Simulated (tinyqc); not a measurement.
Off-state leakage of single and stacked transistors: two steps of the calculation.

n-channel devices of unit width. Subthreshold current I(Vg, Vs, Vd) = I0 (T/300 K)^0.5 exp[(Vg - Vs - VT(T) - gb (Vs - Vb) + dd (Vd - Vs))/(nf Vt)] (1 - exp(-(Vd - Vs)/Vt)), VT(T) = VT - cT (T - 300 K). Gate-edge tunnelling Ig (Vd/1 V) exp(ag (Vd - 1 V)), for a gate at 0 V, and band-to-band leakage Ab u exp(-Bb/u), u = Vd - Vb + 1 V, flow at a drain held at V; both are taken as independent of T. In a stack of off transistors (all gates at 0 V) the same subthreshold current passes through each.

Parameters, values chosen for the exercise; values of the order met in bulk silicon logic transistors: temperature T = 378 K; supply voltage V = 0.7 V; threshold at 300 K, zero drain and body bias VT = 0.35 V; fall of the threshold with temperature cT = 0.5 mV/K; current at threshold at 300 K I0 = 0.3 uA/um; slope factor nf = 1.44; drain-induced lowering per volt dd = 0.08; rise of the threshold per volt of source-body bias gb = 0.22; gate-edge tunnelling current at 1 V Ig = 4e-5 uA/um; exponential slope of the gate current ag = 4.4 1/V; prefactor of band-to-band leakage at the drain Ab = 3 uA/(um V); its exponential voltage Bb = 26 V; body voltage Vb = 0 V.

Constants: q = 1.602176634e-19 C, kB = 1.380649e-23 J/K, Vt = kB T/q. Results are converted to the units shown.

Task 1. Leakage of one transistor. Vg = Vs = 0, Vd = V; effective threshold VT(T) - gb Vb - dd V.

Wanted: effective threshold; parts; total; shares.

Result 1.

effective threshold = 0.25500 V
parts (nA/um): subthreshold 1.4666, gate edge 0.0074798, band-to-band 0.0011626
total = 1.4752 nA/um
shares (%): subthreshold 99.414, gate edge 0.50704, band-to-band 0.078808

The subthreshold part is the largest.

Task 2. New Vx. Stack of two, Vx the node between them: I_low = I(0, 0, Vx), I_up = I(0, Vx, V), f = ln(I_up/I_low), f' = -(1 + gb + 2 dd)/(nf Vt) - 1/(Vt (exp(Vx/Vt) - 1)) - 1/(Vt (exp((V - Vx)/Vt) - 1)), Vx(new) = Vx - f/f'.

Vx after iteration 1 = 0.048734424 V

Wanted: I_low; I_up; f; f'; Vx after iteration 2.

Result 2.

I_low = 0.3748 nA/um
I_up = 0.3799 nA/um
f = 0.01368
f' = -38.28 1/V
Vx after iteration 2 = 0.04909 V

tinyqc, about 0.03 s, one thread, Intel Xeon 2.30GHz (shared host): `OMP_NUM_THREADS=1 python tinyqc.py 2242178 2242179 out.jsonl`
